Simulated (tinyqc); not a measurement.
# n-type polysilicon, carrier trapping at grain boundaries: effect of the temperature

One-dimensional grains of size Lg, uniform ionised doping N, monovalent traps Qt at each boundary at a depth Et below (for electrons) or above (for holes) the band edge there, abrupt depletion of width W on each side of a boundary, Boltzmann statistics. xi is the distance from the band edge at the grain centre to the Fermi level. Trapped charge Qt/(1 + exp((xi + VB - Et)/Vt)) = 2 N W, barrier VB = q N W^2/(2 eps0 eps_r).

NB is given at 300 K and scales as (T/300 K)^1.5. If the trap equation with xi = Vt ln(NB/N) has a root W < Lg/2, the grain is partly depleted; otherwise W = Lg/2 and the trap equation gives xi = Et - VB + Vt ln(Qt/(N Lg) - 1). N* = Qt/Lg. n0 = NB exp(-xi/Vt); mean density n0 (1 - 2 W/Lg) by charge balance in a partly depleted grain, and n0 (sqrt(pi)/2) erf(u)/u with u = sqrt(VB/Vt) in a fully depleted one; v = sqrt(kB T/(2 pi ms m0)); barrier resistivity Vt exp(VB/Vt)/(q fe n0 v Lg); grain resistivity (1 - 2 W/Lg)/(q n0 mug); effective mobility 1/(q mean density total resistivity). Rows with xi above 0.45 V, towards mid-gap, are left out, since the other carrier type is ignored.

Inputs (values chosen for the exercise); values of the order met in polycrystalline silicon:
```
symbol,value,unit,meaning
eps_r,11.7,,relative permittivity
NB,2.8e19,cm^-3,conduction-band density of states at the reference temperature
Lg,53,nm,grain size
Qt,6.7e11,cm^-2,trap density of a grain boundary
Et,0.37,eV,depth of the trap level from the majority band edge at the boundary
ms,0.55,m0,mass for thermionic emission
fe,0.5,,correction factor of the emission rate
N,5.2e16,cm^-3,doping
```

Constants: q = 1.602176634e-19 C, kB = 1.380649e-23 J/K, m0 = 9.1093837015e-31 kg, Vt = kB T/q, eps0 = 8.8541878128e-14 F/cm where lengths are in cm. Results are converted to the units shown.

The same in every row: N/N* = 0.4113; depleted share 2 W/Lg = 1.000; VB (V) = 0.02824.

Effect of the temperature:
```
T (K),xi (V),mean density (cm^-3),resistivity (ohm cm),effective mobility (cm^2/(V s))
200,0.3479,1.675e10,2.711e6,137.4
240,0.3492,6.373e11,6.310e4,155.2
280,0.3504,8.913e12,4199,166.8
320,0.3516,6.632e13,540.3,174.2
360,0.3529,3.229e14,108.2,178.7
400,0.3541,1.166e15,29.53,181.3
440,0.3554,3.379e15,10.12,182.5
```

What does the table show?

As T goes from 200 to 440, VB stays at 0.0282 V, the resistivity falls from 2.71e6 to 10.1 ohm cm and the effective mobility rises from 137 to 183 cm^2/(V s). The activation energy kB ln(rho1/rho2)/(1/T1 - 1/T2) is 0.389 eV between the first two rows and 0.406 eV between the last two; mug is held fixed. For T = 360, 400, 440 VB is below Vt, where abrupt depletion and thermionic emission are rough. In every row the effective mobility exceeds mug, since drift through the depleted part of the grain is left out.

tinyqc, about 0.01 s, one thread, Intel Xeon 2.30GHz (shared host): `OMP_NUM_THREADS=1 python tinyqc.py 2830099 2830100 out.jsonl`
